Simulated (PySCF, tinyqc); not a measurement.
Inside a calculation (part 1 of 2). Method: CCD on RHF in the 6-31g basis, for H4, spin multiplicity 1. The lowest restricted solution is unstable here: a spin-polarised one lies 0.0768 hartree lower (PySCF). Computed by tinyqc, a small Python program that keeps every step (integrals from PySCF). Settings: charge = 0, multiplicity = 1, basis = 6-31g, method = RHF, energy threshold = 1e-10, iteration cap = 75, orthogonalisation = symmetric, start = Wolfsberg-Helmholz matrix, DIIS depth = 6, amplitude equations = CCD, DIIS depth for amplitudes = 4, cap on updates = 75. Command: `OMP_NUM_THREADS=1 python tinyqc.py 26964 26965 out.jsonl` (the two numbers bound the seeds that draw the settings). One thread of a shared host (Intel(R) Xeon(R) Processor @ 2.60GHz), about 0.09 s of CPU time with the checks. The early iterations of the SCF are left out here.

## One-electron integrals

Geometry (angstrom):
```
atom         x         y         z
H     0.000000  0.000000  0.000000
H     0.000000  0.000000  1.123000
H     0.000000  1.169000  0.000000
H     0.000000  1.169000  1.123000
```

Basis 6-31g: exponents (1/bohr^2) and contraction coefficients of normalised primitives:
```
element  l (shell)   exponent  coefficient
H            s (1)  18.731137     0.033495
H            s (1)   2.825394     0.234727
H            s (1)   0.640122     0.813757
H            s (2)   0.161278     1.000000
```

Overlap, kinetic and nuclear-attraction integrals over the contracted functions; the nuclear repulsion is the sum of Za Zb / Rab.

nuclear repulsion = 2.50068124 hartree

overlap S, lower triangle:
```
          1H 1s     1H 2s     2H 1s     2H 2s     3H 1s     3H 2s     4H 1s     4H 2s
1H 1s  1.000000
1H 2s  0.658292  1.000000
2H 1s  0.182387  0.364275  1.000000
2H 2s  0.364275  0.695473  0.658292  1.000000
3H 1s  0.159970  0.346710  0.034845  0.192080  1.000000
3H 2s  0.346710  0.674675  0.192080  0.469218  0.658292  1.000000
4H 1s  0.034845  0.192080  0.159970  0.346710  0.182387  0.364275  1.000000
4H 2s  0.192080  0.469218  0.346710  0.674675  0.364275  0.695473  0.658292  1.000000
```

kinetic energy T (hartree), lower triangle:
```
           1H 1s     1H 2s      2H 1s     2H 2s      3H 1s     3H 2s     4H 1s     4H 2s
1H 1s   1.395678
1H 2s   0.259735  0.241917
2H 1s  -0.018684  0.086743   1.395678
2H 2s   0.086743  0.127513   0.259735  0.241917
3H 1s  -0.029785  0.078046  -0.038727  0.013443   1.395678
3H 2s   0.078046  0.120396   0.013443  0.056250   0.259735  0.241917
4H 1s  -0.038727  0.013443  -0.029785  0.078046  -0.018684  0.086743  1.395678
4H 2s   0.013443  0.056250   0.078046  0.120396   0.086743  0.127513  0.259735  0.241917
```

nuclear attraction V (hartree), lower triangle:
```
           1H 1s      1H 2s      2H 1s      2H 2s      3H 1s      3H 2s      4H 1s      4H 2s
1H 1s  -2.903235
1H 2s  -1.562028  -1.810650
2H 1s  -0.480043  -0.887093  -2.903235
2H 2s  -0.887093  -1.334035  -1.562028  -1.810650
3H 1s  -0.415911  -0.842848  -0.090714  -0.480405  -2.903235
3H 2s  -0.842848  -1.296713  -0.480405  -0.957499  -1.562028  -1.810650
4H 1s  -0.090714  -0.480405  -0.415911  -0.842848  -0.480043  -0.887093  -2.903235
4H 2s  -0.480405  -0.957499  -0.842848  -1.296713  -0.887093  -1.334035  -1.562028  -1.810650
```

core Hamiltonian H = T + V (hartree), lower triangle:
```
           1H 1s      1H 2s      2H 1s      2H 2s      3H 1s      3H 2s      4H 1s      4H 2s
1H 1s  -1.507557
1H 2s  -1.302293  -1.568733
2H 1s  -0.498726  -0.800350  -1.507557
2H 2s  -0.800350  -1.206522  -1.302293  -1.568733
3H 1s  -0.445696  -0.764802  -0.129441  -0.466963  -1.507557
3H 2s  -0.764802  -1.176317  -0.466963  -0.901250  -1.302293  -1.568733
4H 1s  -0.129441  -0.466963  -0.445696  -0.764802  -0.498726  -0.800350  -1.507557
4H 2s  -0.466963  -0.901250  -0.764802  -1.176317  -0.800350  -1.206522  -1.302293  -1.568733
```

## Two-electron integrals

Functions are numbered as in S; the eight-fold symmetry (ij|kl) = (ji|kl) = (kl|ij) leaves the list below.

Two-electron integrals (ij|kl) in chemists' order, unique and non-zero (hartree):
```
(11|11) 1.076566   (21|11) 0.578470   (21|21) 0.329423   (22|11) 0.587396
(22|21) 0.361304   (22|22) 0.453150   (31|11) 0.140578   (31|21) 0.082908
(31|22) 0.095593   (31|31) 0.030592   (32|11) 0.196268   (32|21) 0.123585
(32|22) 0.160856   (32|31) 0.050536   (32|32) 0.099802   (33|11) 0.467145
(33|21) 0.302350   (33|22) 0.415251   (33|31) 0.140578   (33|32) 0.309424
(33|33) 1.076566   (41|11) 0.309424   (41|21) 0.177589   (41|22) 0.197201
(41|31) 0.050536   (41|32) 0.077693   (41|33) 0.196268   (41|41) 0.099802
(42|11) 0.370397   (42|21) 0.230560   (42|22) 0.297074   (42|31) 0.072902
(42|32) 0.133894   (42|33) 0.370397   (42|41) 0.133894   (42|42) 0.219181
(43|11) 0.302350   (43|21) 0.194274   (43|22) 0.265223   (43|31) 0.082908
(43|32) 0.177589   (43|33) 0.578470   (43|41) 0.123585   (43|42) 0.230560
(43|43) 0.329423   (44|11) 0.415251   (44|21) 0.265223   (44|22) 0.363731
(44|31) 0.095593   (44|32) 0.197201   (44|33) 0.587396   (44|41) 0.160856
(44|42) 0.297074   (44|43) 0.361304   (44|44) 0.453150   (51|11) 0.120920
(51|21) 0.071630   (51|22) 0.083179   (51|31) 0.017692   (51|32) 0.027307
(51|33) 0.066424   (51|41) 0.038643   (51|42) 0.053047   (51|43) 0.043275
(51|44) 0.061133   (51|51) 0.023436   (52|11) 0.181483   (52|21) 0.114718
(52|22) 0.150658   (52|31) 0.029200   (52|32) 0.049491   (52|33) 0.124165
(52|41) 0.062458   (52|42) 0.097784   (52|43) 0.081166   (52|44) 0.117500
(52|51) 0.041853   (52|52) 0.090335   (53|11) 0.021115   (53|21) 0.013147
(53|22) 0.016543   (53|31) 0.004539   (53|32) 0.007989   (53|33) 0.021515
(53|41) 0.007921   (53|42) 0.012545   (53|43) 0.013297   (53|44) 0.016593
(53|51) 0.004042   (53|52) 0.007660   (53|53) 0.001088   (54|11) 0.098748
(54|21) 0.062568   (54|22) 0.082613   (54|31) 0.017279   (54|32) 0.030039
(54|33) 0.076541   (54|41) 0.035098   (54|42) 0.056452   (54|43) 0.049711
(54|44) 0.070292   (54|51) 0.022558   (54|52) 0.048777   (54|53) 0.004659
(54|54) 0.027474   (55|11) 0.449756   (55|21) 0.291997   (55|22) 0.405393
(55|31) 0.073978   (55|32) 0.129419   (55|33) 0.326369   (55|41) 0.159230
(55|42) 0.263418   (55|43) 0.214573   (55|44) 0.318431   (55|51) 0.120920
(55|52) 0.293676   (55|53) 0.021515   (55|54) 0.157364   (55|55) 1.076566
(61|11) 0.293676   (61|21) 0.168659   (61|22) 0.187476   (61|31) 0.042461
(61|32) 0.063917   (61|33) 0.156596   (61|41) 0.090987   (61|42) 0.119772
(61|43) 0.100776   (61|44) 0.138183   (61|51) 0.041853   (61|52) 0.069156
(61|53) 0.007594   (61|54) 0.037615   (61|55) 0.181483   (61|61) 0.090335
(62|11) 0.356520   (62|21) 0.222124   (62|22) 0.286808   (62|31) 0.058690
(62|32) 0.100595   (62|33) 0.259795   (62|41) 0.121375   (62|42) 0.188600
(62|43) 0.166985   (62|44) 0.232873   (62|51) 0.061985   (62|52) 0.123253
(62|53) 0.012260   (62|54) 0.067407   (62|55) 0.356520   (62|61) 0.123253
(62|62) 0.206268   (63|11) 0.101407   (63|21) 0.064032   (63|22) 0.083860
(63|31) 0.025858   (63|32) 0.051179   (63|33) 0.157364   (63|41) 0.040141
(63|42) 0.069616   (63|43) 0.091056   (63|44) 0.102443   (63|51) 0.015488
(63|52) 0.028820   (63|53) 0.004659   (63|54) 0.017720   (63|55) 0.076541
(63|61) 0.034236   (63|62) 0.055489   (63|63) 0.027474   (64|11) 0.226737
(64|21) 0.142682   (64|22) 0.188600   (64|31) 0.044420   (64|32) 0.082580
(64|33) 0.226737   (64|41) 0.082580   (64|42) 0.138724   (64|43) 0.142682
(64|44) 0.188600   (64|51) 0.039232   (64|52) 0.078904   (64|53) 0.009353
(64|54) 0.045862   (64|55) 0.226737   (64|61) 0.078904   (64|62) 0.135224
(64|63) 0.045862   (64|64) 0.099768   (65|11) 0.291997   (65|21) 0.188251
(65|22) 0.259469   (65|31) 0.048267   (65|32) 0.084632   (65|33) 0.214573
(65|41) 0.102783   (65|42) 0.169530   (65|43) 0.140770   (65|44) 0.207233
(65|51) 0.071630   (65|52) 0.168659   (65|53) 0.013297   (65|54) 0.091056
(65|55) 0.578470   (65|61) 0.114718   (65|62) 0.222124   (65|63) 0.049711
(65|64) 0.142682   (65|65) 0.329423   (66|11) 0.405393   (66|21) 0.259469
(66|22) 0.357788   (66|31) 0.068590   (66|32) 0.122711   (66|33) 0.318431
(66|41) 0.142190   (66|42) 0.237253   (66|43) 0.207233   (66|44) 0.299711
(66|51) 0.083179   (66|52) 0.187476   (66|53) 0.016593   (66|54) 0.102443
(66|55) 0.587396   (66|61) 0.150658   (66|62) 0.286808   (66|63) 0.070292
(66|64) 0.188600   (66|65) 0.361304   (66|66) 0.453150   (71|11) 0.021515
(71|21) 0.013297   (71|22) 0.016593   (71|31) 0.004539   (71|32) 0.007921
(71|33) 0.021115   (71|41) 0.007989   (71|42) 0.012545   (71|43) 0.013147
(71|44) 0.016543   (71|51) 0.004042   (71|52) 0.007594   (71|53) 0.001087
(71|54) 0.004628   (71|55) 0.021115   (71|61) 0.007660   (71|62) 0.012260
(71|63) 0.004628   (71|64) 0.009353   (71|65) 0.013147   (71|66) 0.016543
(71|71) 0.001088   (72|11) 0.076541   (72|21) 0.049711   (72|22) 0.070292
(72|31) 0.017279   (72|32) 0.035098   (72|33) 0.098748   (72|41) 0.030039
(72|42) 0.056452   (72|43) 0.062568   (72|44) 0.082613   (72|51) 0.015488
(72|52) 0.034236   (72|53) 0.004628   (72|54) 0.021555   (72|55) 0.101407
(72|61) 0.028820   (72|62) 0.055489   (72|63) 0.021190   (72|64) 0.045862
(72|65) 0.064032   (72|66) 0.083860   (72|71) 0.004659   (72|72) 0.027474
(73|11) 0.066424   (73|21) 0.043275   (73|22) 0.061133   (73|31) 0.017692
(73|32) 0.038643   (73|33) 0.120920   (73|41) 0.027307   (73|42) 0.053047
(73|43) 0.071630   (73|44) 0.083179   (73|51) 0.011746   (73|52) 0.024149
(73|53) 0.004042   (73|54) 0.015488   (73|55) 0.066424   (73|61) 0.024149
(73|62) 0.044334   (73|63) 0.022558   (73|64) 0.039232   (73|65) 0.043275
(73|66) 0.061133   (73|71) 0.004042   (73|72) 0.022558   (73|73) 0.023436
(74|11) 0.124165   (74|21) 0.081166   (74|22) 0.117500   (74|31) 0.029200
(74|32) 0.062458   (74|33) 0.181483   (74|41) 0.049491   (74|42) 0.097784
(74|43) 0.114718   (74|44) 0.150658   (74|51) 0.024149   (74|52) 0.053735
(74|53) 0.007594   (74|54) 0.034236   (74|55) 0.156596   (74|61) 0.046416
(74|62) 0.091505   (74|63) 0.037615   (74|64) 0.078904   (74|65) 0.100776
(74|66) 0.138183   (74|71) 0.007660   (74|72) 0.048777   (74|73) 0.041853
(74|74) 0.090335   (75|11) 0.073978   (75|21) 0.048267   (75|22) 0.068590
(75|31) 0.014732   (75|32) 0.028117   (75|33) 0.073978   (75|41) 0.028117
(75|42) 0.050915   (75|43) 0.048267   (75|44) 0.068590   (75|51) 0.017692
(75|52) 0.042461   (75|53) 0.004539   (75|54) 0.025858   (75|55) 0.140578
(75|61) 0.029200   (75|62) 0.058690   (75|63) 0.017279   (75|64) 0.044420
(75|65) 0.082908   (75|66) 0.095593   (75|71) 0.004539   (75|72) 0.025858
(75|73) 0.017692   (75|74) 0.042461   (75|75) 0.030592   (76|11) 0.129419
(76|21) 0.084632   (76|22) 0.122711   (76|31) 0.028117   (76|32) 0.057504
(76|33) 0.159230   (76|41) 0.050458   (76|42) 0.097238   (76|43) 0.102783
(76|44) 0.142190   (76|51) 0.027307   (76|52) 0.063917   (76|53) 0.007921
(76|54) 0.040141   (76|55) 0.196268   (76|61) 0.049491   (76|62) 0.100595
(76|63) 0.035098   (76|64) 0.082580   (76|65) 0.123585   (76|66) 0.160856
(76|71) 0.007989   (76|72) 0.051179   (76|73) 0.038643   (76|74) 0.090987
(76|75) 0.050536   (76|76) 0.099802   (77|11) 0.326369   (77|21) 0.214573
(77|22) 0.318431   (77|31) 0.073978   (77|32) 0.159230   (77|33) 0.449756
(77|41) 0.129419   (77|42) 0.263418   (77|43) 0.291997   (77|44) 0.405393
(77|51) 0.066424   (77|52) 0.156596   (77|53) 0.021115   (77|54) 0.101407
(77|55) 0.467145   (77|61) 0.124165   (77|62) 0.259795   (77|63) 0.098748
(77|64) 0.226737   (77|65) 0.302350   (77|66) 0.415251   (77|71) 0.021515
(77|72) 0.157364   (77|73) 0.120920   (77|74) 0.293676   (77|75) 0.140578
(77|76) 0.309424   (77|77) 1.076566   (81|11) 0.157364   (81|21) 0.091056
(81|22) 0.102443   (81|31) 0.025858   (81|32) 0.040141   (81|33) 0.101407
(81|41) 0.051179   (81|42) 0.069616   (81|43) 0.064032   (81|44) 0.083860
(81|51) 0.022558   (81|52) 0.037615   (81|53) 0.004628   (81|54) 0.021190
(81|55) 0.098748   (81|61) 0.048777   (81|62) 0.067407   (81|63) 0.021555
(81|64) 0.045862   (81|65) 0.062568   (81|66) 0.082613   (81|71) 0.004659
(81|72) 0.017720   (81|73) 0.015488   (81|74) 0.028820   (81|75) 0.017279
(81|76) 0.030039   (81|77) 0.076541   (81|81) 0.027474   (82|11) 0.226737
(82|21) 0.142682   (82|22) 0.188600   (82|31) 0.044420   (82|32) 0.082580
(82|33) 0.226737   (82|41) 0.082580   (82|42) 0.138724   (82|43) 0.142682
(82|44) 0.188600   (82|51) 0.039232   (82|52) 0.078904   (82|53) 0.009353
(82|54) 0.045862   (82|55) 0.226737   (82|61) 0.078904   (82|62) 0.135224
(82|63) 0.045862   (82|64) 0.099768   (82|65) 0.142682   (82|66) 0.188600
(82|71) 0.009353   (82|72) 0.045862   (82|73) 0.039232   (82|74) 0.078904
(82|75) 0.044420   (82|76) 0.082580   (82|77) 0.226737   (82|81) 0.045862
(82|82) 0.099768   (83|11) 0.156596   (83|21) 0.100776   (83|22) 0.138183
(83|31) 0.042461   (83|32) 0.090987   (83|33) 0.293676   (83|41) 0.063917
(83|42) 0.119772   (83|43) 0.168659   (83|44) 0.187476   (83|51) 0.024149
(83|52) 0.046416   (83|53) 0.007660   (83|54) 0.028820   (83|55) 0.124165
(83|61) 0.053735   (83|62) 0.091505   (83|63) 0.048777   (83|64) 0.078904
(83|65) 0.081166   (83|66) 0.117500   (83|71) 0.007594   (83|72) 0.037615
(83|73) 0.041853   (83|74) 0.069156   (83|75) 0.029200   (83|76) 0.062458
(83|77) 0.181483   (83|81) 0.034236   (83|82) 0.078904   (83|83) 0.090335
(84|11) 0.259795   (84|21) 0.166985   (84|22) 0.232873   (84|31) 0.058690
(84|32) 0.121375   (84|33) 0.356520   (84|41) 0.100595   (84|42) 0.188600
(84|43) 0.222124   (84|44) 0.286808   (84|51) 0.044334   (84|52) 0.091505
(84|53) 0.012260   (84|54) 0.055489   (84|55) 0.259795   (84|61) 0.091505
(84|62) 0.165566   (84|63) 0.067407   (84|64) 0.135224   (84|65) 0.166985
(84|66) 0.232873   (84|71) 0.012260   (84|72) 0.067407   (84|73) 0.061985
(84|74) 0.123253   (84|75) 0.058690   (84|76) 0.121375   (84|77) 0.356520
(84|81) 0.055489   (84|82) 0.135224   (84|83) 0.123253   (84|84) 0.206268
(85|11) 0.159230   (85|21) 0.102783   (85|22) 0.142190   (85|31) 0.028117
(85|32) 0.050458   (85|33) 0.129419   (85|41) 0.057504   (85|42) 0.097238
(85|43) 0.084632   (85|44) 0.122711   (85|51) 0.038643   (85|52) 0.090987
(85|53) 0.007989   (85|54) 0.051179   (85|55) 0.309424   (85|61) 0.062458
(85|62) 0.121375   (85|63) 0.030039   (85|64) 0.082580   (85|65) 0.177589
(85|66) 0.197201   (85|71) 0.007921   (85|72) 0.040141   (85|73) 0.027307
(85|74) 0.063917   (85|75) 0.050536   (85|76) 0.077693   (85|77) 0.196268
(85|81) 0.035098   (85|82) 0.082580   (85|83) 0.049491   (85|84) 0.100595
(85|85) 0.099802   (86|11) 0.263418   (86|21) 0.169530   (86|22) 0.237253
(86|31) 0.050915   (86|32) 0.097238   (86|33) 0.263418   (86|41) 0.097238
(86|42) 0.173056   (86|43) 0.169530   (86|44) 0.237253   (86|51) 0.053047
(86|52) 0.119772   (86|53) 0.012545   (86|54) 0.069616   (86|55) 0.370397
(86|61) 0.097784   (86|62) 0.188600   (86|63) 0.056452   (86|64) 0.138724
(86|65) 0.230560   (86|66) 0.297074   (86|71) 0.012545   (86|72) 0.069616
(86|73) 0.053047   (86|74) 0.119772   (86|75) 0.072902   (86|76) 0.133894
(86|77) 0.370397   (86|81) 0.056452   (86|82) 0.138724   (86|83) 0.097784
(86|84) 0.188600   (86|85) 0.133894   (86|86) 0.219181   (87|11) 0.214573
(87|21) 0.140770   (87|22) 0.207233   (87|31) 0.048267   (87|32) 0.102783
(87|33) 0.291997   (87|41) 0.084632   (87|42) 0.169530   (87|43) 0.188251
(87|44) 0.259469   (87|51) 0.043275   (87|52) 0.100776   (87|53) 0.013147
(87|54) 0.064032   (87|55) 0.302350   (87|61) 0.081166   (87|62) 0.166985
(87|63) 0.062568   (87|64) 0.142682   (87|65) 0.194274   (87|66) 0.265223
(87|71) 0.013297   (87|72) 0.091056   (87|73) 0.071630   (87|74) 0.168659
(87|75) 0.082908   (87|76) 0.177589   (87|77) 0.578470   (87|81) 0.049711
(87|82) 0.142682   (87|83) 0.114718   (87|84) 0.222124   (87|85) 0.123585
(87|86) 0.230560   (87|87) 0.329423   (88|11) 0.318431   (88|21) 0.207233
(88|22) 0.299711   (88|31) 0.068590   (88|32) 0.142190   (88|33) 0.405393
(88|41) 0.122711   (88|42) 0.237253   (88|43) 0.259469   (88|44) 0.357788
(88|51) 0.061133   (88|52) 0.138183   (88|53) 0.016543   (88|54) 0.083860
(88|55) 0.415251   (88|61) 0.117500   (88|62) 0.232873   (88|63) 0.082613
(88|64) 0.188600   (88|65) 0.265223   (88|66) 0.363731   (88|71) 0.016593
(88|72) 0.102443   (88|73) 0.083179   (88|74) 0.187476   (88|75) 0.095593
(88|76) 0.197201   (88|77) 0.587396   (88|81) 0.070292   (88|82) 0.188600
(88|83) 0.150658   (88|84) 0.286808   (88|85) 0.160856   (88|86) 0.297074
(88|87) 0.361304   (88|88) 0.453150
```

## Orthogonalisation

S = U s U^T; symmetric (Loewdin) form X = U s^(-1/2) U^T, so that X^T S X = 1.

eigenvalues of S: 0.067961  0.228261  0.238951  0.384243  0.723598  1.224461  1.300201  3.832324

X, lower triangle:
```
           1H 1s      1H 2s      2H 1s      2H 2s      3H 1s      3H 2s      4H 1s     4H 2s
1H 1s   1.264728
1H 2s  -0.533297   1.999033
2H 1s  -0.006205   0.017315   1.264728
2H 2s   0.017315  -0.734176  -0.533297   1.999033
3H 1s   0.003184   0.015880   0.034060   0.000909   1.264728
3H 2s   0.015880  -0.706528   0.000909   0.269958  -0.533297   1.999033
4H 1s   0.034060   0.000909   0.003184   0.015880  -0.006205   0.017315   1.264728
4H 2s   0.000909   0.269958   0.015880  -0.706528   0.017315  -0.734176  -0.533297  1.999033
```

## Iteration 8 (converged): orbitals

converged F (hartree), lower triangle:
```
           1H 1s      1H 2s      2H 1s      2H 2s      3H 1s      3H 2s      4H 1s      4H 2s
1H 1s   0.044441
1H 2s  -0.458367  -0.406089
2H 1s  -0.377866  -0.413874   0.044441
2H 2s  -0.413874  -0.436138  -0.458367  -0.406089
3H 1s  -0.219497  -0.306250  -0.118036  -0.254471   0.044441
3H 2s  -0.306250  -0.365217  -0.254471  -0.364101  -0.458367  -0.406089
4H 1s  -0.118036  -0.254471  -0.219497  -0.306250  -0.377866  -0.413874   0.044441
4H 2s  -0.254471  -0.364101  -0.306250  -0.365217  -0.413874  -0.436138  -0.458367  -0.406089
```

Diagonalise F' = X^T F X, C = X C', fill 2 alpha and 2 beta electrons from the bottom; D = 2 C_occ C_occ^T. Each column has its largest component positive (the first on a tie).

F' = X^T F X (hartree), lower triangle:
```
           1          2          3          4          5          6          7         8
1   0.557883
2  -0.584624   0.276767
3  -0.200339  -0.139027   0.557883
4  -0.139027  -0.187420  -0.584624   0.276767
5  -0.075288  -0.059837   0.053363  -0.027751   0.557883
6  -0.059837  -0.125699  -0.027751  -0.024033  -0.584624   0.276767
7   0.053363  -0.027751  -0.075288  -0.059837  -0.200339  -0.139027   0.557883
8  -0.027751  -0.024033  -0.059837  -0.125699  -0.139027  -0.187420  -0.584624  0.276767
```

orbital energies (hartree): MO1 -0.697435, MO2 -0.330650, MO3 0.000053, MO4 0.282793, MO5 0.949199, MO6 0.972670, MO7 0.992040, MO8 1.169934

coefficients C:
```
            MO1        MO2        MO3        MO4        MO5        MO6        MO7        MO8
1H 1s  0.203836   0.208993   0.161444   0.134317  -0.632586   0.663703  -0.655819  -0.696855
1H 2s  0.171564   0.455947   0.537828   1.370854   0.766020  -0.452083   0.744304   1.281090
2H 1s  0.203836   0.208993  -0.161444  -0.134317  -0.632586   0.663703   0.655819   0.696855
2H 2s  0.171564   0.455947  -0.537828  -1.370854   0.766020  -0.452083  -0.744304  -1.281090
3H 1s  0.203836  -0.208993   0.161444  -0.134317   0.632586   0.663703  -0.655819   0.696855
3H 2s  0.171564  -0.455947   0.537828  -1.370854  -0.766020  -0.452083   0.744304  -1.281090
4H 1s  0.203836  -0.208993  -0.161444   0.134317   0.632586   0.663703   0.655819  -0.696855
4H 2s  0.171564  -0.455947  -0.537828   1.370854  -0.766020  -0.452083  -0.744304   1.281090
```

D after iteration 8, lower triangle:
```
           1H 1s      1H 2s      2H 1s      2H 2s     3H 1s     3H 2s     4H 1s     4H 2s
1H 1s   0.170455
1H 2s   0.260521   0.474644
2H 1s   0.170455   0.260521   0.170455
2H 2s   0.260521   0.474644   0.260521   0.474644
3H 1s  -0.004258  -0.120638  -0.004258  -0.120638  0.170455
3H 2s  -0.120638  -0.356907  -0.120638  -0.356907  0.260521  0.474644
4H 1s  -0.004258  -0.120638  -0.004258  -0.120638  0.170455  0.260521  0.170455
4H 2s  -0.120638  -0.356907  -0.120638  -0.356907  0.260521  0.474644  0.260521  0.474644
```
